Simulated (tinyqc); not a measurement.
Worked calculation: ellipsoidal valleys in the axes of a wafer and a channel. Values are carried at full precision from step to step, so a last printed digit may differ when a step is redone from the rounded ones.

Valleys with axes a along x, y and z, two valleys each; inverse mass tensor w = 1/mt + (1/ml - 1/mt) a a. Device axes: z = nz/|nz|, x = nx/|nx|, y = z cross x; in them a = (ax, ay, az). Confinement mass mz = 1/w_zz. In the plane w_ij is replaced by u_ij = w_ij - w_iz w_jz/w_zz (i, j = x, y); density-of-states mass md = 1/sqrt(det u); conductivity mass along x mc = 1/u_xx; ballistic transport mass mx = u_yy/det u, width mass my = 1/u_yy.

Constants: hbar^2/2m0 = 3.80998211 eV angstrom^2; kB = 8.617333262e-05 eV/K.

Values chosen for the exercise (near those of the Delta valleys of Si; not measured data):
- ml = 0.937 m0 (longitudinal mass)
- mt = 0.194 m0 (transverse mass)
- nz = (1, 1, 3) (surface normal (confinement))
- nx = (1, -1, 0) (channel direction)
- t = 6.5 nm (thickness of the film)
- T = 400 K (temperature)

## Device axes and valley axes

Give the rows x, y, z in cubic components and each valley axis in device components.

device axes:
```
,[100],[010],[001]
x,0.7071,-0.7071,0.0000
y,0.6396,0.6396,-0.4264
z,0.3015,0.3015,0.9045
```

valley axes:
```
,ax,ay,az
x,0.7071,0.6396,0.3015
y,-0.7071,0.6396,0.3015
z,0.0000,-0.4264,0.9045
```

## Tensors of the valley x

Form w and the reduced tensor u.

w (1/m0):
```
,x,y,z
x,3.1109,-1.8486,-0.8714
y,-1.8486,3.4825,-0.7882
z,-0.8714,-0.7882,4.7831
```

u (1/m0):
```
,x,y
x,2.9522,-1.9922
y,-1.9922,3.3526
```

The axis is tilted against the normal, so w_xz or w_yz is not zero and the reduction changes the masses in the plane.

## Masses of all valleys

Give mz, md, mc, mx and my.

Masses (m0):
```
valley,mz,md,mc,mx,my
x,0.2091,0.4107,0.3387,0.5655,0.2983
y,0.2091,0.4107,0.3387,0.5655,0.2983
z,0.5524,0.2527,0.1940,0.1940,0.3291
```

mz md^2 = ml mt^2 = 0.03526 for every valley, so a heavy confinement mass comes with a small density of states. The heaviest mz is 0.552, for z.

## Subbands and shares in a film

Hard walls: E_n = c (n pi/t)^2/mz, c = hbar^2/2m0, n = 1, 2, 3. Non-degenerate share of a valley proportional to md sum_n exp(-E_n/kT); mean 1/mc = sum of share/mc. 1 nm = 10 angstrom.

Give the ladders, the shares and the mean conductivity mass.

Subbands:
```
valley,E1 (meV),E2 (meV),E3 (meV),share
x,42.6,170.3,383.1,0.275
y,42.6,170.3,383.1,0.275
z,16.1,64.5,145.0,0.451
```

mean mc = 0.2535 m0

The lowest ladder (z) holds 45 % of the electrons in these valleys, the next starts 26 meV higher.

## Checks

- mz md^2 against ml mt^2: they agree to 1e-10 or better.
- mx my against md^2: they agree to 1e-10 or better.

Program tinyqc; command `OMP_NUM_THREADS=1 python tinyqc.py 1880393 1880394 out.jsonl`; about 0.01 s on one thread of a shared Intel(R) Xeon(R) Processor @ 2.30GHz.
